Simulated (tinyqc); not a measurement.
Yield over energy: physical sputtering: collision-cascade yield, angular dependence, faceting and resputtering in deposition. Computed by tinyqc, a small Python program. Command: `OMP_NUM_THREADS=1 python tinyqc.py 3023510 3023511 out.jsonl sputter walk`. One thread of a shared host (Intel(R) Xeon(R) Processor @ 2.30GHz), about 0.01 s of CPU time with the checks.

Ions start collision cascades; atoms that reach the surface with more than U leave. The target is amorphous or fine-grained.

Inputs (values chosen for the exercise, modelled on gallium ions on silicon): ion Z1 = 31; ion mass M1 = 69.7 u; target Z2 = 14; target mass M2 = 28.09 u; surface binding energy U = 4.63 eV; target density N = 49.9 1/nm^3; fit factor Q = 0.7; ion energy E = 6900 eV; current density J = 0.055 mA/cm^2.

Constants: e = 1.602176634e-19 C.

Method. gamma = 4 M1 M2/(M1 + M2)^2; threshold E_th = 6.7 U/gamma for M1 >= M2, else U (1 + 5.7 M1/M2)/gamma. eps = 0.03255 M2 E/(Z1 Z2 (M1 + M2) z), z = (Z1^(2/3) + Z2^(2/3))^(1/2), E in eV; s_n = 3.441 sqrt(eps) ln(eps + 2.718)/(1 + 6.355 sqrt(eps) + eps (6.882 sqrt(eps) - 1.708)); S_n = 84.78 Z1 Z2 M1 s_n/((M1 + M2) z) in eV angstrom^2; alpha = 0.249 (M2/M1)^0.56 + 0.0035 (M2/M1)^1.5 for M1 <= M2, else 0.0875 (M2/M1)^(-0.15) + 0.165 M2/M1; Y0 = 0.042 Q alpha S_n/U [1 - sqrt(E_th/E)]^2.5 (the electronic-loss factor of the full formula is dropped). Erosion rate = Y0 J/(e N); 1 cm^2 = 1e14 nm^2.

threshold E_th = 37.8791 eV

Normal incidence:
```
E (eV)         eps  S_n (eV angstrom^2)          Y0  Y0 per keV
50      2.7205e-04                340.4  2.1800e-03     0.04360
100     5.4411e-04                463.4  4.4999e-02     0.44999
200     1.0882e-03                622.6  1.5806e-01     0.79031
300     1.6323e-03                734.4  2.5953e-01     0.86509
500     2.7205e-03                896.1  4.2437e-01     0.84873
1000    5.4411e-03               1151.9  7.1010e-01     0.71010
2000    1.0882e-02               1444.7  1.0566e+00     0.52830
5000    2.7205e-02               1867.7  1.5752e+00     0.31504
10000   5.4411e-02               2188.8  1.9776e+00     0.19776
30000   1.6323e-01               2603.6  2.5188e+00     0.08396
100000  5.4411e-01               2643.2  2.6649e+00     0.02665
```

What does the comparison show, and why?

The yield per keV peaks at 300 eV among these rows, 8 times the threshold, the most economical range for removing atoms. Y0 varies as E^4.37 between the first rows and as E^0.05 at the end, where nuclear stopping is flattening. Caution: the electronic-loss factor, dropped here, would lower the yields at the highest energies slightly.

Extremes, crossings and ranges named in words are read from the listed rows.
